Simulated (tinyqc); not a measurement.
Biaxially strained (001) channel, valley splitting in an inversion layer: two steps of the calculation.

A thin layer grown on a relaxed buffer is stretched in the plane. The two valleys with their long axis along the growth direction (D2) sink against the four in-plane ones (D4); confinement in a triangular well splits them too. Only the lowest subband of each set is kept; one relaxation time, so the weakening of intervalley scattering is left out.

Inputs (values chosen for the exercise); values close to those of silicon on relaxed silicon-germanium:
- T = 250 K (temperature)
- x = 0.09 (germanium share of the relaxed buffer)
- b1 = 0.0418 (lattice mismatch per unit x)
- c11 = 168 GPa (elastic constant)
- c12 = 65.8 GPa (elastic constant)
- ml = 0.917 m0 (longitudinal mass)
- mt = 0.192 m0 (transverse mass)
- Ns = 4.4e12 cm^-2 (inversion density)
- bv = 0.384 nm (Burgers vector)

Constants: q = 1.602176634e-19 C, kB = 1.380649e-23 J/K, Vt = kB T/q. Results are converted to the units shown.

Problem 1. Critical thickness by substitution. Critical thickness (Matthews-Blakeslee, 60-degree dislocations): h = bv (1 - nu/4)[ln(h/bv) + 1]/(4 pi e_par (1 + nu)), nu = c12/(c11 + c12). The right side gives h(new); e_par = b1 x.

h after iteration 1 = 38.670105 nm

Give: h after iteration 2.

Solution 1.

h after iteration 2 = 33.071 nm

Problem 2. Share of the light valleys and conductivity mass. EF solves Ns = N2 ln(1 + exp((EF - E2)/Vt)) + N4 ln(1 + exp((EF - E4)/Vt)); f2 is the share in D2, and 1/mc = f2/mt + (1 - f2)(1/mt + 1/ml)/2.

EF = 0.17429233 eV
E2 = 0.15408778 eV
N2 = 3.4557420e12 cm^-2

Wanted: f2; mc.

Solution 2.

f2 = 0.9961
mc = 0.1923 m0

tinyqc, about 0.02 s, one thread, Intel Xeon 2.30GHz (shared host): `OMP_NUM_THREADS=1 python tinyqc.py 2530052 2530053 out.jsonl`
